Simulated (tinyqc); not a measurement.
Formation energy of a charged point defect from supercell energies: one step, computed by the program tinyqc. Command: `OMP_NUM_THREADS=1 python tinyqc.py 3018370 3018371 out.jsonl formation walk`. One thread of a shared host (Intel(R) Xeon(R) Processor @ 2.30GHz), about 0.01 s of CPU time with the checks.

The host is a compound AB. Making the defect adds n_A = 1, n_B = -1 atoms to the cell. All total energies are inputs. E_F is counted from the valence-band maximum (VBM); x = 0 is A-rich and x = 1 B-rich growth.

Task: Concentrations at the given E_F and T. E_f(q, E_F) = E_f(q, 0) + q E_F. c_q = N_s exp(-E_f(q, E_F)/k_B T), with all degeneracy factors one and no vibrational entropy.

Inputs (values chosen for the exercise, for a model compound AB): Fermi level E_F = 2.27 eV; temperature T = 1200 K; site density N_s = 3.8e+22 cm^-3.

Defect: A on a B site. Supercell lattice: sc.

charge states q: [1, 0, -1, -2]

E_f(q, 0) (eV): (q=+1) 1.199468, (q=0) 3.476200, (q=-1) 4.661468, (q=-2) 7.432273

Constants: k_B = 8.617333262e-05 eV/K.

Give: Charge states; lowest formation energy; total concentration; mean charge.

Result:

Charge states:
```
q   E_f (eV)  c_q (cm^-3)      share
+1     3.469    1.020e+08  2.946e-05
0      3.476    9.558e+07  2.760e-05
-1     2.391    3.436e+12  9.921e-01
-2     2.892    2.709e+10  7.821e-03
```

lowest formation energy = 2.391 eV

total concentration = 3.463e+12 cm^-3

mean charge = -1.008 e

State -1 holds 99.2 % of the defects.
